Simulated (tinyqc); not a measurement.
Valley splitting in a one-orbital chain of atomic planes (second-neighbour model): one step. Hoppings from the valley position and mass.

Each (001) plane carries one orbital with energy e0, hopping v to the next plane and u to the second: E(phi) = e0 + 2 v cos(phi) + 2 u cos(2 phi), where phi = pi - k a/4 (the sign of every second orbital is chosen so that v > 0, which shifts the phase by pi). The minimum lies at cos(phi0) = -v/(4u), phi0 = pi - (pi/2) k0 for a valley at k0 (2 pi/a), and e0 puts it at zero. A slab of N planes has hard walls: the matrix simply ends.

Constants: hbar^2/2m0 = 3.80998211 eV angstrom^2.

Parameters, chosen for this exercise (out of a larger set: near those of the Delta valleys of silicon; abrupt walls in this chain split the valleys several times more than measured wells; not measured data): a = 5.429 angstrom (lattice constant; planes lie a/4 apart); k0 = 0.873 2 pi/a (position of the valley); ml = 0.936 m0 (longitudinal mass).

Problem. The curvature at the minimum is d2E/dphi2 = 8 u sin^2(phi0) = (2c/ml)/(a/4)^2 with c = hbar^2/2m0; v = -4 u cos(phi0); e0 = 2u + v^2/(4u).

Give: phi0; u; v; e0.

Solution.

phi0 = 1.77029 rad
u = 0.57500 eV
v = 0.45579 eV
e0 = 1.24032 eV

(tinyqc, `OMP_NUM_THREADS=1 python tinyqc.py 1482683 1482684 out.jsonl`, Intel(R) Xeon(R) Processor @ 2.30GHz, 1 thread, shared host, about 0.01 s.)
